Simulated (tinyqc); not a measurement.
Inside a calculation (part 1 of 2). Method: UHF in the 6-311g basis, for H2+, spin multiplicity 2. Computed by tinyqc, a small Python program that keeps every step (integrals from PySCF). Settings: charge = 1, multiplicity = 2, basis = 6-311g, energy threshold = 1e-10, iteration cap = 83, orthogonalisation = symmetric, start = core, DIIS depth = 8, method = UHF. Command: `OMP_NUM_THREADS=1 python tinyqc.py 20472 20473 out.jsonl` (the two numbers bound the seeds that draw the settings). One thread of a shared host (Intel(R) Xeon(R) Processor @ 2.60GHz), about 0.04 s of CPU time with the checks. Later iterations appear only in the table of the cycle.

## One-electron integrals

Geometry (angstrom):
```
atom       x       y       z
H     0.0000  0.0000  0.0000
H     0.0000  0.0000  1.3720
```

Basis 6-311g: exponents (1/bohr^2) and contraction coefficients of normalised primitives:
```
element  l (shell)  exponent  coefficient
H            s (1)   33.8650       0.0255
H            s (1)    5.0948       0.1904
H            s (1)    1.1588       0.8522
H            s (2)    0.3258       1.0000
H            s (3)    0.1027       1.0000
```

Overlap, kinetic and nuclear-attraction integrals over the contracted functions; the nuclear repulsion is the sum of Za Zb / Rab.

nuclear repulsion = 0.385698 hartree

overlap S, order 1H 1s, 1H 2s, 1H 3s, 2H 1s, 2H 2s, 2H 3s:
$$\begin{pmatrix}
1.0000 & 0.7064 & 0.3737 & 0.0152 & 0.1243 & 0.1975 \\
0.7064 & 1.0000 & 0.7890 & 0.1243 & 0.3345 & 0.4667 \\
0.3737 & 0.7890 & 1.0000 & 0.1975 & 0.4667 & 0.7080 \\
0.0152 & 0.1243 & 0.1975 & 1.0000 & 0.7064 & 0.3737 \\
0.1243 & 0.3345 & 0.4667 & 0.7064 & 1.0000 & 0.7890 \\
0.1975 & 0.4667 & 0.7080 & 0.3737 & 0.7890 & 1.0000
\end{pmatrix}$$

kinetic energy T (hartree), order 1H 1s, 1H 2s, 1H 3s, 2H 1s, 2H 2s, 2H 3s:
$$\begin{pmatrix}
2.3043 & 0.5491 & 0.1063 & -0.0446 & -0.0152 & 0.0323 \\
0.5491 & 0.4888 & 0.1849 & -0.0152 & 0.0441 & 0.0711 \\
0.1063 & 0.1849 & 0.1541 & 0.0323 & 0.0711 & 0.0840 \\
-0.0446 & -0.0152 & 0.0323 & 2.3043 & 0.5491 & 0.1063 \\
-0.0152 & 0.0441 & 0.0711 & 0.5491 & 0.4888 & 0.1849 \\
0.0323 & 0.0711 & 0.0840 & 0.1063 & 0.1849 & 0.1541
\end{pmatrix}$$

nuclear attraction V (hartree), order 1H 1s, 1H 2s, 1H 3s, 2H 1s, 2H 2s, 2H 3s:
$$\begin{pmatrix}
-2.4968 & -1.3332 & -0.6591 & -0.0236 & -0.2198 & -0.3494 \\
-1.3332 & -1.2954 & -0.8821 & -0.2198 & -0.4444 & -0.5473 \\
-0.6591 & -0.8821 & -0.8600 & -0.3494 & -0.5473 & -0.6489 \\
-0.0236 & -0.2198 & -0.3494 & -2.4968 & -1.3332 & -0.6591 \\
-0.2198 & -0.4444 & -0.5473 & -1.3332 & -1.2954 & -0.8821 \\
-0.3494 & -0.5473 & -0.6489 & -0.6591 & -0.8821 & -0.8600
\end{pmatrix}$$

core Hamiltonian H = T + V (hartree), order 1H 1s, 1H 2s, 1H 3s, 2H 1s, 2H 2s, 2H 3s:
$$\begin{pmatrix}
-0.1924 & -0.7841 & -0.5528 & -0.0683 & -0.2350 & -0.3171 \\
-0.7841 & -0.8067 & -0.6972 & -0.2350 & -0.4002 & -0.4762 \\
-0.5528 & -0.6972 & -0.7059 & -0.3171 & -0.4762 & -0.5649 \\
-0.0683 & -0.2350 & -0.3171 & -0.1924 & -0.7841 & -0.5528 \\
-0.2350 & -0.4002 & -0.4762 & -0.7841 & -0.8067 & -0.6972 \\
-0.3171 & -0.4762 & -0.5649 & -0.5528 & -0.6972 & -0.7059
\end{pmatrix}$$

## Two-electron integrals

Functions are numbered as in S; the eight-fold symmetry (ij|kl) = (ji|kl) = (kl|ij) leaves the list below.

Two-electron integrals (ij|kl) in chemists' order, unique and non-zero (hartree):
```
(11|11) 1.3930     (21|11) 0.8230     (21|21) 0.5097     (22|11) 0.8229
(22|21) 0.5430     (22|22) 0.6441     (31|11) 0.4113     (31|21) 0.2578
(31|22) 0.2799     (31|31) 0.1308     (32|11) 0.5437     (32|21) 0.3658
(32|22) 0.4527     (32|31) 0.1898     (32|32) 0.3251     (33|11) 0.4940
(33|21) 0.3401     (33|22) 0.4460     (33|31) 0.1780     (33|32) 0.3318
(33|33) 0.3617     (41|11) 0.0113     (41|21) 0.0077     (41|22) 0.0095
(41|31) 0.0040     (41|32) 0.0067     (41|33) 0.0067     (41|41) 2.78e-04
(42|11) 0.0605     (42|21) 0.0424     (42|22) 0.0576     (42|31) 0.0223
(42|32) 0.0434     (42|33) 0.0475     (42|41) 0.0017     (42|42) 0.0154
(43|11) 0.0824     (43|21) 0.0580     (43|22) 0.0804     (43|31) 0.0306
(43|32) 0.0616     (43|33) 0.0699     (43|41) 0.0023     (43|42) 0.0230
(43|43) 0.0364     (44|11) 0.3857     (44|21) 0.2724     (44|22) 0.3827
(44|31) 0.1440     (44|32) 0.2966     (44|33) 0.3438     (44|41) 0.0113
(44|42) 0.1303     (44|43) 0.2145     (44|44) 1.3930     (51|11) 0.1303
(51|21) 0.0825     (51|22) 0.0911     (51|31) 0.0420     (51|32) 0.0621
(51|33) 0.0587     (51|41) 0.0017     (51|42) 0.0096     (51|43) 0.0129
(51|44) 0.0605     (51|51) 0.0154     (52|11) 0.2111     (52|21) 0.1436
(52|22) 0.1818     (52|31) 0.0748     (52|32) 0.1321     (52|33) 0.1371
(52|41) 0.0041     (52|42) 0.0292     (52|43) 0.0419     (52|44) 0.2111
(52|51) 0.0292     (52|52) 0.0721     (53|11) 0.2157     (53|21) 0.1496
(53|22) 0.1997     (53|31) 0.0785     (53|32) 0.1500     (53|33) 0.1660
(53|41) 0.0046     (53|42) 0.0379     (53|43) 0.0582     (53|44) 0.3068
(53|51) 0.0308     (53|52) 0.0862     (53|53) 0.1138     (54|11) 0.2724
(54|21) 0.1922     (54|22) 0.2690     (54|31) 0.1016     (54|32) 0.2078
(54|33) 0.2404     (54|41) 0.0077     (54|42) 0.0825     (54|43) 0.1348
(54|44) 0.8230     (54|51) 0.0424     (54|52) 0.1436     (54|53) 0.2073
(54|54) 0.5097     (55|11) 0.3827     (55|21) 0.2690     (55|22) 0.3717
(55|31) 0.1419     (55|32) 0.2854     (55|33) 0.3289     (55|41) 0.0095
(55|42) 0.0911     (55|43) 0.1470     (55|44) 0.8229     (55|51) 0.0576
(55|52) 0.1818     (55|53) 0.2591     (55|54) 0.5430     (55|55) 0.6441
(61|11) 0.2145     (61|21) 0.1348     (61|22) 0.1470     (61|31) 0.0684
(61|32) 0.0998     (61|33) 0.0939     (61|41) 0.0023     (61|42) 0.0129
(61|43) 0.0176     (61|44) 0.0824     (61|51) 0.0230     (61|52) 0.0419
(61|53) 0.0440     (61|54) 0.0580     (61|55) 0.0804     (61|61) 0.0364
(62|11) 0.3068     (62|21) 0.2073     (62|22) 0.2591     (62|31) 0.1077
(62|32) 0.1871     (62|33) 0.1928     (62|41) 0.0046     (62|42) 0.0308
(62|43) 0.0440     (62|44) 0.2157     (62|51) 0.0379     (62|52) 0.0862
(62|53) 0.1005     (62|54) 0.1496     (62|55) 0.1997     (62|61) 0.0582
(62|62) 0.1138     (63|11) 0.3156     (63|21) 0.2183     (63|22) 0.2902
(63|31) 0.1145     (63|32) 0.2178     (63|33) 0.2421     (63|41) 0.0053
(63|42) 0.0409     (63|43) 0.0621     (63|44) 0.3156     (63|51) 0.0409
(63|52) 0.1056     (63|53) 0.1361     (63|54) 0.2183     (63|55) 0.2902
(63|61) 0.0621     (63|62) 0.1361     (63|63) 0.1813     (64|11) 0.1440
(64|21) 0.1016     (64|22) 0.1419     (64|31) 0.0537     (64|32) 0.1095
(64|33) 0.1266     (64|41) 0.0040     (64|42) 0.0420     (64|43) 0.0684
(64|44) 0.4113     (64|51) 0.0223     (64|52) 0.0748     (64|53) 0.1077
(64|54) 0.2578     (64|55) 0.2799     (64|61) 0.0306     (64|62) 0.0785
(64|63) 0.1145     (64|64) 0.1308     (65|11) 0.2966     (65|21) 0.2078
(65|22) 0.2854     (65|31) 0.1095     (65|32) 0.2186     (65|33) 0.2520
(65|41) 0.0067     (65|42) 0.0621     (65|43) 0.0998     (65|44) 0.5437
(65|51) 0.0434     (65|52) 0.1321     (65|53) 0.1871     (65|54) 0.3658
(65|55) 0.4527     (65|61) 0.0616     (65|62) 0.1500     (65|63) 0.2178
(65|64) 0.1898     (65|65) 0.3251     (66|11) 0.3438     (66|21) 0.2404
(66|22) 0.3289     (66|31) 0.1266     (66|32) 0.2520     (66|33) 0.2932
(66|41) 0.0067     (66|42) 0.0587     (66|43) 0.0939     (66|44) 0.4940
(66|51) 0.0475     (66|52) 0.1371     (66|53) 0.1928     (66|54) 0.3401
(66|55) 0.4460     (66|61) 0.0699     (66|62) 0.1660     (66|63) 0.2421
(66|64) 0.1780     (66|65) 0.3318     (66|66) 0.3617
```

## Orthogonalisation

S = U s U^T; symmetric (Loewdin) form X = U s^(-1/2) U^T, so that X^T S X = 1.

eigenvalues of S: [0.0660, 0.1280, 0.3548, 0.7044, 1.5216, 3.2252]

X, order 1H 1s, 1H 2s, 1H 3s, 2H 1s, 2H 2s, 2H 3s:
$$\begin{pmatrix}
1.3715 & -0.7421 & 0.2021 & 0.0109 & 0.0467 & -0.0567 \\
-0.7421 & 2.0997 & -0.9996 & 0.0467 & -0.1883 & 0.1611 \\
0.2021 & -0.9996 & 1.9920 & -0.0567 & 0.1611 & -0.7426 \\
0.0109 & 0.0467 & -0.0567 & 1.3715 & -0.7421 & 0.2021 \\
0.0467 & -0.1883 & 0.1611 & -0.7421 & 2.0997 & -0.9996 \\
-0.0567 & 0.1611 & -0.7426 & 0.2021 & -0.9996 & 1.9920
\end{pmatrix}$$

## Starting guess

The start is the orbitals of the core Hamiltonian; D(s) = C_occ C_occ^T for each spin.

D(alpha) at the start, order 1H 1s, 1H 2s, 1H 3s, 2H 1s, 2H 2s, 2H 3s:
$$\begin{pmatrix}
0.0281 & 0.0679 & 0.0169 & 0.0281 & 0.0679 & 0.0169 \\
0.0679 & 0.1643 & 0.0409 & 0.0679 & 0.1643 & 0.0409 \\
0.0169 & 0.0409 & 0.0102 & 0.0169 & 0.0409 & 0.0102 \\
0.0281 & 0.0679 & 0.0169 & 0.0281 & 0.0679 & 0.0169 \\
0.0679 & 0.1643 & 0.0409 & 0.0679 & 0.1643 & 0.0409 \\
0.0169 & 0.0409 & 0.0102 & 0.0169 & 0.0409 & 0.0102
\end{pmatrix}$$

D(beta) at the start, order 1H 1s, 1H 2s, 1H 3s, 2H 1s, 2H 2s, 2H 3s:
$$\begin{pmatrix}
0.0000 & 0.0000 & 0.0000 & 0.0000 & 0.0000 & 0.0000 \\
0.0000 & 0.0000 & 0.0000 & 0.0000 & 0.0000 & 0.0000 \\
0.0000 & 0.0000 & 0.0000 & 0.0000 & 0.0000 & 0.0000 \\
0.0000 & 0.0000 & 0.0000 & 0.0000 & 0.0000 & 0.0000 \\
0.0000 & 0.0000 & 0.0000 & 0.0000 & 0.0000 & 0.0000 \\
0.0000 & 0.0000 & 0.0000 & 0.0000 & 0.0000 & 0.0000
\end{pmatrix}$$

## Iteration 1: building the Fock matrix

J_ij = sum D_kl (ij|kl) with D = D(alpha) + D(beta), K_ij = sum D_kl (ik|jl) for each spin; F = H + J - K(s); E = tr D H + tr D J / 2 - 0.5 sum_s tr D(s) K(s) + E_nn.

Coulomb J (hartree), order 1H 1s, 1H 2s, 1H 3s, 2H 1s, 2H 2s, 2H 3s:
$$\begin{pmatrix}
0.6479 & 0.4292 & 0.2220 & 0.0102 & 0.0794 & 0.1203 \\
0.4292 & 0.5251 & 0.3789 & 0.0794 & 0.1910 & 0.2377 \\
0.2220 & 0.3789 & 0.3941 & 0.1203 & 0.2377 & 0.2969 \\
0.0102 & 0.0794 & 0.1203 & 0.6479 & 0.4292 & 0.2220 \\
0.0794 & 0.1910 & 0.2377 & 0.4292 & 0.5251 & 0.3789 \\
0.1203 & 0.2377 & 0.2969 & 0.2220 & 0.3789 & 0.3941
\end{pmatrix}$$

exchange K(alpha) (hartree), order 1H 1s, 1H 2s, 1H 3s, 2H 1s, 2H 2s, 2H 3s:
$$\begin{pmatrix}
0.3458 & 0.3487 & 0.2579 & 0.1302 & 0.2046 & 0.2072 \\
0.3487 & 0.4058 & 0.3240 & 0.2046 & 0.2946 & 0.2813 \\
0.2579 & 0.3240 & 0.2750 & 0.2072 & 0.2813 & 0.2573 \\
0.1302 & 0.2046 & 0.2072 & 0.3458 & 0.3487 & 0.2579 \\
0.2046 & 0.2946 & 0.2813 & 0.3487 & 0.4058 & 0.3240 \\
0.2072 & 0.2813 & 0.2573 & 0.2579 & 0.3240 & 0.2750
\end{pmatrix}$$

exchange K(beta) (hartree), order 1H 1s, 1H 2s, 1H 3s, 2H 1s, 2H 2s, 2H 3s:
$$\begin{pmatrix}
0.0000 & 0.0000 & 0.0000 & 0.0000 & 0.0000 & 0.0000 \\
0.0000 & 0.0000 & 0.0000 & 0.0000 & 0.0000 & 0.0000 \\
0.0000 & 0.0000 & 0.0000 & 0.0000 & 0.0000 & 0.0000 \\
0.0000 & 0.0000 & 0.0000 & 0.0000 & 0.0000 & 0.0000 \\
0.0000 & 0.0000 & 0.0000 & 0.0000 & 0.0000 & 0.0000 \\
0.0000 & 0.0000 & 0.0000 & 0.0000 & 0.0000 & 0.0000
\end{pmatrix}$$

F(alpha) (hartree), order 1H 1s, 1H 2s, 1H 3s, 2H 1s, 2H 2s, 2H 3s:
$$\begin{pmatrix}
0.1097 & -0.7036 & -0.5887 & -0.1883 & -0.3602 & -0.4040 \\
-0.7036 & -0.6873 & -0.6424 & -0.3602 & -0.5039 & -0.5198 \\
-0.5887 & -0.6424 & -0.5868 & -0.4040 & -0.5198 & -0.5253 \\
-0.1883 & -0.3602 & -0.4040 & 0.1097 & -0.7036 & -0.5887 \\
-0.3602 & -0.5039 & -0.5198 & -0.7036 & -0.6873 & -0.6424 \\
-0.4040 & -0.5198 & -0.5253 & -0.5887 & -0.6424 & -0.5868
\end{pmatrix}$$

F(beta) (hartree), order 1H 1s, 1H 2s, 1H 3s, 2H 1s, 2H 2s, 2H 3s:
$$\begin{pmatrix}
0.4555 & -0.3548 & -0.3308 & -0.0581 & -0.1556 & -0.1968 \\
-0.3548 & -0.2815 & -0.3184 & -0.1556 & -0.2093 & -0.2385 \\
-0.3308 & -0.3184 & -0.3118 & -0.1968 & -0.2385 & -0.2679 \\
-0.0581 & -0.1556 & -0.1968 & 0.4555 & -0.3548 & -0.3308 \\
-0.1556 & -0.2093 & -0.2385 & -0.3548 & -0.2815 & -0.3184 \\
-0.1968 & -0.2385 & -0.2679 & -0.3308 & -0.3184 & -0.3118
\end{pmatrix}$$

total energy of this density = -0.579028 hartree

## Iteration 1: diagonalisation and new density

Diagonalise F' = X^T F X, C = X C', fill 1 alpha and 0 beta electrons from the bottom; D(s) = C_occ C_occ^T. Each column has its largest component positive (the first on a tie).

F' = X^T F X (alpha) (hartree):
$$\begin{pmatrix}
1.1111 & -1.1944 & -0.0242 & 0.0206 & -0.0860 & -0.1316 \\
-1.1944 & 0.4593 & -0.4086 & -0.0860 & -0.2355 & -0.0341 \\
-0.0242 & -0.4086 & -0.1027 & -0.1316 & -0.0341 & -0.1386 \\
0.0206 & -0.0860 & -0.1316 & 1.1111 & -1.1944 & -0.0242 \\
-0.0860 & -0.2355 & -0.0341 & -1.1944 & 0.4593 & -0.4086 \\
-0.1316 & -0.0341 & -0.1386 & -0.0242 & -0.4086 & -0.1027
\end{pmatrix}$$

orbital energies (alpha) (hartree): MO1 -0.9647, MO2 -0.3661, MO3 0.0352, MO4 0.1170, MO5 2.0436, MO6 2.0702

coefficients C (alpha), order 1H 1s, 1H 2s, 1H 3s, 2H 1s, 2H 2s, 2H 3s:
$$\begin{pmatrix}
0.1675 & 0.1799 & -0.0582 & -0.1020 & -1.0847 & -1.1079 \\
0.4053 & 0.4289 & -0.8737 & -0.9422 & 1.2217 & 1.5907 \\
0.1009 & 0.5203 & 0.9495 & 1.7972 & -0.4806 & -0.9723 \\
0.1675 & -0.1799 & -0.0582 & 0.1020 & -1.0847 & 1.1079 \\
0.4053 & -0.4289 & -0.8737 & 0.9422 & 1.2217 & -1.5907 \\
0.1009 & -0.5203 & 0.9495 & -1.7972 & -0.4806 & 0.9723
\end{pmatrix}$$

F' = X^T F X (beta) (hartree):
$$\begin{pmatrix}
1.3304 & -1.0513 & 0.0444 & 0.0615 & -0.0179 & -0.0834 \\
-1.0513 & 0.6494 & -0.3184 & -0.0179 & -0.1311 & 0.0340 \\
0.0444 & -0.3184 & -0.0479 & -0.0834 & 0.0340 & -0.0942 \\
0.0615 & -0.0179 & -0.0834 & 1.3304 & -1.0513 & 0.0444 \\
-0.0179 & -0.1311 & 0.0340 & -1.0513 & 0.6494 & -0.3184 \\
-0.0834 & 0.0340 & -0.0942 & 0.0444 & -0.3184 & -0.0479
\end{pmatrix}$$

orbital energies (beta) (hartree): MO1 -0.4332, MO2 -0.2156, MO3 0.0841, MO4 0.1756, MO5 2.1172, MO6 2.1357

coefficients C (beta), order 1H 1s, 1H 2s, 1H 3s, 2H 1s, 2H 2s, 2H 3s:
$$\begin{pmatrix}
0.1342 & 0.1382 & 0.0659 & -0.1081 & -1.0889 & -1.1133 \\
0.2692 & 0.2660 & 0.9542 & -1.0448 & 1.1988 & 1.5619 \\
0.2564 & 0.8405 & -0.9263 & 1.6864 & -0.4679 & -0.9465 \\
0.1342 & -0.1382 & 0.0659 & 0.1081 & -1.0889 & 1.1133 \\
0.2692 & -0.2660 & 0.9542 & 1.0448 & 1.1988 & -1.5619 \\
0.2564 & -0.8405 & -0.9263 & -1.6864 & -0.4679 & 0.9465
\end{pmatrix}$$

D(alpha) after iteration 1, order 1H 1s, 1H 2s, 1H 3s, 2H 1s, 2H 2s, 2H 3s:
$$\begin{pmatrix}
0.0281 & 0.0679 & 0.0169 & 0.0281 & 0.0679 & 0.0169 \\
0.0679 & 0.1643 & 0.0409 & 0.0679 & 0.1643 & 0.0409 \\
0.0169 & 0.0409 & 0.0102 & 0.0169 & 0.0409 & 0.0102 \\
0.0281 & 0.0679 & 0.0169 & 0.0281 & 0.0679 & 0.0169 \\
0.0679 & 0.1643 & 0.0409 & 0.0679 & 0.1643 & 0.0409 \\
0.0169 & 0.0409 & 0.0102 & 0.0169 & 0.0409 & 0.0102
\end{pmatrix}$$

D(beta) after iteration 1, order 1H 1s, 1H 2s, 1H 3s, 2H 1s, 2H 2s, 2H 3s:
$$\begin{pmatrix}
0.0000 & 0.0000 & 0.0000 & 0.0000 & 0.0000 & 0.0000 \\
0.0000 & 0.0000 & 0.0000 & 0.0000 & 0.0000 & 0.0000 \\
0.0000 & 0.0000 & 0.0000 & 0.0000 & 0.0000 & 0.0000 \\
0.0000 & 0.0000 & 0.0000 & 0.0000 & 0.0000 & 0.0000 \\
0.0000 & 0.0000 & 0.0000 & 0.0000 & 0.0000 & 0.0000 \\
0.0000 & 0.0000 & 0.0000 & 0.0000 & 0.0000 & 0.0000
\end{pmatrix}$$

## Iteration 2: building the Fock matrix

As before.

Coulomb J (hartree), order 1H 1s, 1H 2s, 1H 3s, 2H 1s, 2H 2s, 2H 3s:
$$\begin{pmatrix}
0.6479 & 0.4292 & 0.2220 & 0.0102 & 0.0794 & 0.1203 \\
0.4292 & 0.5251 & 0.3789 & 0.0794 & 0.1910 & 0.2377 \\
0.2220 & 0.3789 & 0.3941 & 0.1203 & 0.2377 & 0.2969 \\
0.0102 & 0.0794 & 0.1203 & 0.6479 & 0.4292 & 0.2220 \\
0.0794 & 0.1910 & 0.2377 & 0.4292 & 0.5251 & 0.3789 \\
0.1203 & 0.2377 & 0.2969 & 0.2220 & 0.3789 & 0.3941
\end{pmatrix}$$

exchange K(alpha) (hartree), order 1H 1s, 1H 2s, 1H 3s, 2H 1s, 2H 2s, 2H 3s:
$$\begin{pmatrix}
0.3458 & 0.3487 & 0.2579 & 0.1302 & 0.2046 & 0.2072 \\
0.3487 & 0.4058 & 0.3240 & 0.2046 & 0.2946 & 0.2813 \\
0.2579 & 0.3240 & 0.2750 & 0.2072 & 0.2813 & 0.2573 \\
0.1302 & 0.2046 & 0.2072 & 0.3458 & 0.3487 & 0.2579 \\
0.2046 & 0.2946 & 0.2813 & 0.3487 & 0.4058 & 0.3240 \\
0.2072 & 0.2813 & 0.2573 & 0.2579 & 0.3240 & 0.2750
\end{pmatrix}$$

exchange K(beta) (hartree), order 1H 1s, 1H 2s, 1H 3s, 2H 1s, 2H 2s, 2H 3s:
$$\begin{pmatrix}
0.0000 & 0.0000 & 0.0000 & 0.0000 & 0.0000 & 0.0000 \\
0.0000 & 0.0000 & 0.0000 & 0.0000 & 0.0000 & 0.0000 \\
0.0000 & 0.0000 & 0.0000 & 0.0000 & 0.0000 & 0.0000 \\
0.0000 & 0.0000 & 0.0000 & 0.0000 & 0.0000 & 0.0000 \\
0.0000 & 0.0000 & 0.0000 & 0.0000 & 0.0000 & 0.0000 \\
0.0000 & 0.0000 & 0.0000 & 0.0000 & 0.0000 & 0.0000
\end{pmatrix}$$

F(alpha) (hartree), order 1H 1s, 1H 2s, 1H 3s, 2H 1s, 2H 2s, 2H 3s:
$$\begin{pmatrix}
0.1097 & -0.7036 & -0.5887 & -0.1883 & -0.3602 & -0.4040 \\
-0.7036 & -0.6873 & -0.6424 & -0.3602 & -0.5039 & -0.5198 \\
-0.5887 & -0.6424 & -0.5868 & -0.4040 & -0.5198 & -0.5253 \\
-0.1883 & -0.3602 & -0.4040 & 0.1097 & -0.7036 & -0.5887 \\
-0.3602 & -0.5039 & -0.5198 & -0.7036 & -0.6873 & -0.6424 \\
-0.4040 & -0.5198 & -0.5253 & -0.5887 & -0.6424 & -0.5868
\end{pmatrix}$$

F(beta) (hartree), order 1H 1s, 1H 2s, 1H 3s, 2H 1s, 2H 2s, 2H 3s:
$$\begin{pmatrix}
0.4555 & -0.3548 & -0.3308 & -0.0581 & -0.1556 & -0.1968 \\
-0.3548 & -0.2815 & -0.3184 & -0.1556 & -0.2093 & -0.2385 \\
-0.3308 & -0.3184 & -0.3118 & -0.1968 & -0.2385 & -0.2679 \\
-0.0581 & -0.1556 & -0.1968 & 0.4555 & -0.3548 & -0.3308 \\
-0.1556 & -0.2093 & -0.2385 & -0.3548 & -0.2815 & -0.3184 \\
-0.1968 & -0.2385 & -0.2679 & -0.3308 & -0.3184 & -0.3118
\end{pmatrix}$$

total energy of this density = -0.579028 hartree

## Iteration 2 (converged): orbitals

As before.

F' = X^T F X (alpha) (hartree):
$$\begin{pmatrix}
1.1111 & -1.1944 & -0.0242 & 0.0206 & -0.0860 & -0.1316 \\
-1.1944 & 0.4593 & -0.4086 & -0.0860 & -0.2355 & -0.0341 \\
-0.0242 & -0.4086 & -0.1027 & -0.1316 & -0.0341 & -0.1386 \\
0.0206 & -0.0860 & -0.1316 & 1.1111 & -1.1944 & -0.0242 \\
-0.0860 & -0.2355 & -0.0341 & -1.1944 & 0.4593 & -0.4086 \\
-0.1316 & -0.0341 & -0.1386 & -0.0242 & -0.4086 & -0.1027
\end{pmatrix}$$

orbital energies (alpha) (hartree): MO1 -0.9647, MO2 -0.3661, MO3 0.0352, MO4 0.1170, MO5 2.0436, MO6 2.0702

coefficients C (alpha), order 1H 1s, 1H 2s, 1H 3s, 2H 1s, 2H 2s, 2H 3s:
$$\begin{pmatrix}
0.1675 & 0.1799 & -0.0582 & -0.1020 & -1.0847 & -1.1079 \\
0.4053 & 0.4289 & -0.8737 & -0.9422 & 1.2217 & 1.5907 \\
0.1009 & 0.5203 & 0.9495 & 1.7972 & -0.4806 & -0.9723 \\
0.1675 & -0.1799 & -0.0582 & 0.1020 & -1.0847 & 1.1079 \\
0.4053 & -0.4289 & -0.8737 & 0.9422 & 1.2217 & -1.5907 \\
0.1009 & -0.5203 & 0.9495 & -1.7972 & -0.4806 & 0.9723
\end{pmatrix}$$

F' = X^T F X (beta) (hartree):
$$\begin{pmatrix}
1.3304 & -1.0513 & 0.0444 & 0.0615 & -0.0179 & -0.0834 \\
-1.0513 & 0.6494 & -0.3184 & -0.0179 & -0.1311 & 0.0340 \\
0.0444 & -0.3184 & -0.0479 & -0.0834 & 0.0340 & -0.0942 \\
0.0615 & -0.0179 & -0.0834 & 1.3304 & -1.0513 & 0.0444 \\
-0.0179 & -0.1311 & 0.0340 & -1.0513 & 0.6494 & -0.3184 \\
-0.0834 & 0.0340 & -0.0942 & 0.0444 & -0.3184 & -0.0479
\end{pmatrix}$$

orbital energies (beta) (hartree): MO1 -0.4332, MO2 -0.2156, MO3 0.0841, MO4 0.1756, MO5 2.1172, MO6 2.1357

coefficients C (beta), order 1H 1s, 1H 2s, 1H 3s, 2H 1s, 2H 2s, 2H 3s:
$$\begin{pmatrix}
0.1342 & 0.1382 & 0.0659 & -0.1081 & -1.0889 & -1.1133 \\
0.2692 & 0.2660 & 0.9542 & -1.0448 & 1.1988 & 1.5619 \\
0.2564 & 0.8405 & -0.9263 & 1.6864 & -0.4679 & -0.9465 \\
0.1342 & -0.1382 & 0.0659 & 0.1081 & -1.0889 & 1.1133 \\
0.2692 & -0.2660 & 0.9542 & 1.0448 & 1.1988 & -1.5619 \\
0.2564 & -0.8405 & -0.9263 & -1.6864 & -0.4679 & 0.9465
\end{pmatrix}$$

D(alpha) after iteration 2, order 1H 1s, 1H 2s, 1H 3s, 2H 1s, 2H 2s, 2H 3s:
$$\begin{pmatrix}
0.0281 & 0.0679 & 0.0169 & 0.0281 & 0.0679 & 0.0169 \\
0.0679 & 0.1643 & 0.0409 & 0.0679 & 0.1643 & 0.0409 \\
0.0169 & 0.0409 & 0.0102 & 0.0169 & 0.0409 & 0.0102 \\
0.0281 & 0.0679 & 0.0169 & 0.0281 & 0.0679 & 0.0169 \\
0.0679 & 0.1643 & 0.0409 & 0.0679 & 0.1643 & 0.0409 \\
0.0169 & 0.0409 & 0.0102 & 0.0169 & 0.0409 & 0.0102
\end{pmatrix}$$

D(beta) after iteration 2, order 1H 1s, 1H 2s, 1H 3s, 2H 1s, 2H 2s, 2H 3s:
$$\begin{pmatrix}
0.0000 & 0.0000 & 0.0000 & 0.0000 & 0.0000 & 0.0000 \\
0.0000 & 0.0000 & 0.0000 & 0.0000 & 0.0000 & 0.0000 \\
0.0000 & 0.0000 & 0.0000 & 0.0000 & 0.0000 & 0.0000 \\
0.0000 & 0.0000 & 0.0000 & 0.0000 & 0.0000 & 0.0000 \\
0.0000 & 0.0000 & 0.0000 & 0.0000 & 0.0000 & 0.0000 \\
0.0000 & 0.0000 & 0.0000 & 0.0000 & 0.0000 & 0.0000
\end{pmatrix}$$

## Convergence

Stop when the energy changes by less than 1e-10 hartree and every element of the error matrix X^T (F D S - S D F) X (for each spin) is below 3e-06.

Course of the cycle:
```
iteration  E (hartree)    change  largest element of the error matrix
1            -0.579028         -                             9.95e-16
2            -0.579028  8.88e-16                             1.68e-15
```

PySCF UHF in the same basis, after a stability check = -0.579028 hartree

Converged in 2 iterations.
